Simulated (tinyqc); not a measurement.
Square-lattice Ising model by mean field, Bethe lattice, transfer matrix, exact enumeration and Monte Carlo steps: one step, computed by the program tinyqc. Command: `OMP_NUM_THREADS=1 python tinyqc.py 3028834 3028835 out.jsonl ising walk`. One thread of a shared host (Intel(R) Xeon(R) Processor @ 2.30GHz), about 1 s of CPU time with the checks.

H = -J sum over nearest pairs s_i s_j, s = +-1, no field, periodic boundaries; energies per site are in J. As a lattice gas or an alloy, s marks which species holds the site.

Question. Free energy and correlation length of the strip. With the eigenvalues l1 > l2: -f/(k_B T) = ln(l1)/w per site; xi = 1/ln(l1/l2) rows.

Inputs (values chosen for the exercise, for a model lattice): temperature T = 738 K; strip width w = 3.

T, rows +++, ++-, +-+, +--, -++, -+-, --+, ---:
$$\begin{pmatrix}
26.66174 & 2.98742 & 2.98742 & 1.00000 & 2.98742 & 1.00000 & 1.00000 & 1.00000 \\
2.98742 & 2.98742 & 0.33474 & 1.00000 & 0.33474 & 1.00000 & 0.11205 & 1.00000 \\
2.98742 & 0.33474 & 2.98742 & 1.00000 & 0.33474 & 0.11205 & 1.00000 & 1.00000 \\
1.00000 & 1.00000 & 1.00000 & 2.98742 & 0.11205 & 0.33474 & 0.33474 & 2.98742 \\
2.98742 & 0.33474 & 0.33474 & 0.11205 & 2.98742 & 1.00000 & 1.00000 & 1.00000 \\
1.00000 & 1.00000 & 0.11205 & 0.33474 & 1.00000 & 2.98742 & 0.33474 & 2.98742 \\
1.00000 & 0.11205 & 1.00000 & 0.33474 & 1.00000 & 0.33474 & 2.98742 & 2.98742 \\
1.00000 & 1.00000 & 1.00000 & 2.98742 & 1.00000 & 2.98742 & 2.98742 & 26.66174
\end{pmatrix}$$

Give: three largest eigenvalues; -f/(k_B T); correlation length xi.

Answer.

three largest eigenvalues: [29.66, 26.14, 3.77]

-f/(k_B T) = 1.130

correlation length xi = 7.927
